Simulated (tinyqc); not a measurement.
Barrier from its over-barrier resonances.

Question. A flat barrier of width d = 3.4 nm between equal leads transmits fully where k d = n pi, that is at E_n = U + C (n pi/d)^2/m, C = hbar^2/(2 m0), whatever the lead mass. Find m and U.

Constants: q = 1.602176634e-19 C, hbar = 1.054571817e-34 J s, m0 = 9.1093837015e-31 kg, hbar^2/(2 m0) = 0.0380998212 eV nm^2. Results are converted to the units shown.

energies of resonances n = 1 and 2 (eV): 0.63668977  1.8267591

Answer. The spacing is 3 C (pi/d)^2/m, which gives m; either energy then gives U.

m = 0.0820 m0
U = 0.240 eV

Program tinyqc, `OMP_NUM_THREADS=1 python tinyqc.py 2560105 2560106 out.jsonl`; Intel Xeon 2.30GHz, shared host, one thread, about 0.08 s.
